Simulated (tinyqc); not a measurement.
# Strained Delta valleys, repopulation and conductivity mass: mobility against stress

A cubic crystal with three pairs of conduction valleys along x, y and z under uniaxial stress X along [100] (X > 0 is tension); current along [010]. Non-degenerate electrons, fixed total density, one relaxation time for all valleys and stresses, masses unchanged by strain, so the mobility goes as the mean inverse mass.

Stress s_ij = X a_i a_j with a the unit vector along [100]; strain e_ii = s11 s_ii + s12 (s_jj + s_kk), e_ij = s44 s_ij/2. Valley shift dE = Xu (n.e.n - trace(e)/3) with n the valley axis; share f proportional to exp(-dE/Vt). Inverse mass along the current d = [010]: (n.d)^2/ml + (1 - (n.d)^2)/mt; mu/mu0 = sum f (1/m) over the plain mean of 1/m. The linear estimate is 1 - pi X with pi the small-stress slope -d(mu/mu0)/dX.

Values chosen for this exercise; values close to those of silicon: temperature T = 300 K; compliance s11 = 7.54 1/TPa; compliance s12 = -2.09 1/TPa; compliance s44 = 12.2 1/TPa; shear deformation potential Xu = 8.75 eV; longitudinal mass ml = 0.929 m0; transverse mass mt = 0.193 m0.

Constants: q = 1.602176634e-19 C, kB = 1.380649e-23 J/K, Vt = kB T/q. Results are converted to the units shown.

Mobility against stress:

| X (MPa) | splitting (meV) | largest share | mu/mu0 | linear estimate |
|---|---|---|---|---|
| 25 | 2.1066 | 0.34226 | 0.99039 | 0.99025 |
| 50 | 4.2131 | 0.35092 | 0.98106 | 0.98051 |
| 100 | 8.4262 | 0.36740 | 0.96333 | 0.96101 |
| 200 | 16.852 | 0.39666 | 0.93183 | 0.92202 |
| 400 | 33.705 | 0.44024 | 0.88491 | 0.84405 |
| 700 | 58.984 | 0.47571 | 0.84672 | 0.72708 |
| 1000 | 84.263 | 0.49058 | 0.83072 | 0.61012 |
| 1500 | 126.39 | 0.49813 | 0.82259 | 0.41518 |
| 2500 | 210.66 | 0.49993 | 0.82065 | 0.025300 |

What does the table show?

The ratio mu/mu0 falls from 0.990 to 0.821; pi = 39.0e-11 1/Pa. The linear estimate of the change is 1.014 times the computed change in the first row and 5.43 times it in the last: once the splitting is several Vt (Vt = 25.9 meV) the upper valleys are nearly empty and little is left to move. At X = 2500 MPa the stress passes 1.5 GPa, where intervalley scattering and masses change too.

tinyqc, about 0.01 s, one thread, Intel Xeon 2.30GHz (shared host): `OMP_NUM_THREADS=1 python tinyqc.py 2530031 2530032 out.jsonl`
